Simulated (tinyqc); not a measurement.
# AlGaN/GaN HEMT with access regions, lumped model: what changes with what

A polarisation-induced electron sheet under a Schottky gate, in series with two ungated access regions and contacts. Drift law v = mu E/(1 + mu E/vs) under the gate. Currents in mA/mm, resistances in ohm mm. No self-heating, no channel-length modulation; fits for polarisation, barrier and offset are chosen for the exercise.

Values chosen for this exercise; values close to those of AlGaN/GaN structures: aluminium share of the barrier x = 0.18; barrier thickness d = 20 nm; relative permittivity of barrier and channel eps_r = 9.5; channel mobility mu = 1100 cm^2/(V s); saturation velocity vs = 1.5e7 cm/s; gate length Lg = 1.5 um; source access length Ls = 1 um; drain access length Ld = 12 um; resistance of each contact Rc = 0.2 ohm mm; share of the drain-access electrons removed by traps ft = 0; gate voltage Vg = 0.5 V; critical field Ec = 3.3 MV/cm; depth over which the depleted charge spreads te = 0.16 um; insulator under the field plate tf = 50 nm; relative permittivity of that insulator ei = 7.5.

Constants: q = 1.602176634e-19 C, eps0 = 8.8541878128e-14 F/cm where lengths are in cm. Results are converted to the units shown.

Each table varies one quantity; the others keep the values above.

## Field plate: effect of the aluminium share of the barrier

sigma = (5e13 x + 1.6e13 x^2) cm^-2, phiB = 0.84 + 1.3 x, dEc = 0.7 (1.71 x + x^2) in volts, Cb = eps0 eps_r/d, VT = phiB - dEc - q sigma/Cb, access density n0 = -Cb VT/q. Off state: a depleted stretch that holds the voltage V has the peak field sqrt(k V), k = 2 q n0/(eps0 eps_r te), so one edge holds V1 = Ec^2/k. The sheet under the plate pinches off at Vf = q n0 (1/Cb + tf/(eps0 ei)); beyond it the gate edge is screened. BV = V1 if Vf >= V1, else Vf + V1, and at most Ec Ld.

The same in every row: Ec Ld (V) = 3960.

Field plate: effect of the aluminium share of the barrier:
```
x     Vf (V)  V1 (V)  BV (V)
0.14   8.106   89.56   97.67
0.18   11.63   62.45   74.07
0.22   15.24   47.65   62.89
0.26   18.94   38.34   57.27
0.3    22.73   31.94   54.67
0.34   26.61   27.28   53.89
0.38   30.58   23.74   23.74
```

BV falls from 97.7 to 23.7 V. The plate helps (Vf < V1) in 6 of the 7 rows, and the access length caps BV in 0. More sheet charge lowers Ron but steepens the field, so V1 falls.

## Effect of the barrier thickness

Access resistance R(L, n) = L/(q mu n sqrt(1 - (I/(q n vs))^2)); Rs = Rc + R(Ls, n0), Rd = Rc + R(Ld, (1 - ft) n0). Vg' = Vg - I Rs, Vd' = Vd - I (Rs + Rd); with u = Vg' - VT, Vc = vs Lg/mu and w the smaller of Vd' and Vc [sqrt(1 + 2 u/Vc) - 1] (0 if negative), the channel gives (mu Cb/Lg)(u w - w^2/2)/(1 + w/Vc). I equals that channel current. Isat is I at Vd = 10 V, gm = dIsat/dVg, Ron the limit of Vd/I at small Vd.

Effect of the barrier thickness:
```
d (nm)   VT (V)  n0 (cm^-2)  Ron (ohm mm)  Isat (mA/mm)  gm (mS/mm)
8       -0.6146    4.033e12         19.85         185.6       238.6
11       -1.158    5.529e12         14.82         296.5       255.5
14       -1.702    6.384e12         12.99         390.7       250.2
18       -2.428    7.080e12         11.81         496.9       235.0
22       -3.153    7.524e12         11.18         586.5       218.4
27       -4.059    7.893e12         10.71         680.9       199.3
33       -5.147    8.189e12         10.36         761.2       104.1
```

Read the table: what changes, and by how much?

As d goes from 8 to 33 nm, Ron falls from 19.9 to 10.4 ohm mm, Isat rises from 186 to 761 mA/mm and gm goes from 239 through a maximum of 256 (at d = 11 nm among the rows listed) to 104 mS/mm. VT falls from -0.615 to -5.15 V. For d = 22 to 33 nm the power passes 5 W/mm, where self-heating, left out here, lowers the current. At d = 33 nm the gated channel is not yet saturated at 10 V, because the access regions take the voltage, and gm drops.

## Effect of the share of the drain-access electrons removed by traps

Same model as above.

The same in every row: VT (V) = -2.790; n0 (cm^-2) = 7.324e12.

Effect of the share of the drain-access electrons removed by traps:
```
ft   Ron (ohm mm)  Isat (mA/mm)  gm (mS/mm)
0           11.46         543.5       226.6
0.1         12.49         543.5       226.6
0.2         13.78         543.5       226.6
0.3         15.44         533.4       98.30
0.4         17.65         482.2       34.43
0.5         20.75         415.9       15.35
0.6         25.40         341.6       7.064
0.7         33.15         261.8       3.039
```

As ft goes from 0 to 0.7, Ron rises from 11.5 to 33.1 ohm mm, Isat falls from 543 to 262 mA/mm and gm falls from 227 to 3.04 mS/mm. The ceiling Cb vs is 631 mS/mm. For ft = 0 to 0.3 the power passes 5 W/mm, where self-heating, left out here, lowers the current. For ft = 0.3 to 0.7 the gated channel is not yet saturated at 10 V, because the access regions take the voltage, and gm drops.

Numbers from tinyqc (`OMP_NUM_THREADS=1 python tinyqc.py 2570162 2570163 out.jsonl`; about 0.03 s on one thread of a shared Intel Xeon 2.30GHz).
